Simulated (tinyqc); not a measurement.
Grain growth, pinning, strength and diffusional creep of a polycrystal or thin film. From size without pinning back to activation energy of boundary motion Q_m. Computed by tinyqc, a small Python program. Command: `OMP_NUM_THREADS=1 python tinyqc.py 3013435 3013436 out.jsonl grain inv`. One thread of a shared host (Intel(R) Xeon(R) Processor @ 2.30GHz), about 0.01 s of CPU time with the checks.

One mean grain size d describes the structure.

Inputs (values chosen for the exercise, modelled on aluminium):

| quantity | value | unit |
|---|---|---|
| boundary energy gamma | 0.34 | J/m^2 |
| mobility prefactor M0 | 1.8e-07 | m^4/(J s) |
| anneal temperature T | 422 | K |
| anneal time t | 8000 | s |
| initial grain size d0 | 16 | nm |
| particle volume fraction f | 0.00072 | - |
| particle radius r | 17 | nm |
| film thickness h | 57 | nm |
| surface energy gamma_s | 1 | J/m^2 |

Sample: thin film on a substrate.

Constants: k_B = 8.617333262e-05 eV/K.

Method. M = M0 exp(-Q_m/(k_B T)). The driving pressure is 2 gamma/d. Zener pinning pressure 3 f gamma/(2 r) stops growth at d_Z = 4 r/(3 f). Grooves where boundaries meet the surface have the angle theta = arcsin(gamma/(2 gamma_s)) and are taken to stop growth at d_h = h/(2 theta), a few film thicknesses; the limit is 1/d_lim = 1/d_Z + 1/d_h. dd/dt = 2 M gamma (1/d - 1/d_lim) integrates to 2 M gamma t = d_lim (d0 - d) + d_lim^2 ln[(d_lim - d0)/(d_lim - d)]; without pinning d^2 = d0^2 + 4 M gamma t.

Task: A run gave the result below. Find the activation energy of boundary motion Q_m, known to lie between 0.68 and 1.1 eV.

size without pinning = 145.2679 nm

Result:

Each step takes the trial c = (a f_b - b f_a)/(f_b - f_a), f being the result less the target and a, b, c the logarithms of the listed values; c replaces end b, the old b replaces a if the sign of f changed, and otherwise f_a is halved.

Scan of the range:

| activation energy of boundary motion Q_m (eV) | size without pinning (nm) |
|---|---|
| 0.680 | 3850.08 |
| 0.737 | 1758.41 |
| 0.798 | 760.24 |
| 0.865 | 302.96 |
| 0.937 | 113.55 |
| 1.020 | 39.31 |
| 1.100 | 19.97 |

False position (Illinois rule, in the logarithm of the input) inside the bracket:

| step | end a | end b | trial | size without pinning (nm) |
|---|---|---|---|---|
| 1 | 0.865000 | 0.937000 | 0.924539 | 134.385 |
| 2 | 0.865000 | 0.924539 | 0.917105 | 148.653 |
| 3 | 0.924539 | 0.917105 | 0.918863 | 145.144 |
| 4 | 0.917105 | 0.918863 | 0.918801 | 145.267 |
| 5 | 0.917105 | 0.918801 | 0.918799 | 145.269 |
| 6 | 0.918801 | 0.918799 | 0.918800 | 145.268 |

Size without pinning falls at every point of a 13-point scan of the range (every second point is shown), so one value fits; it is bracketed by 0.865 and 0.937. Answer: activation energy of boundary motion Q_m = 0.9188 eV.
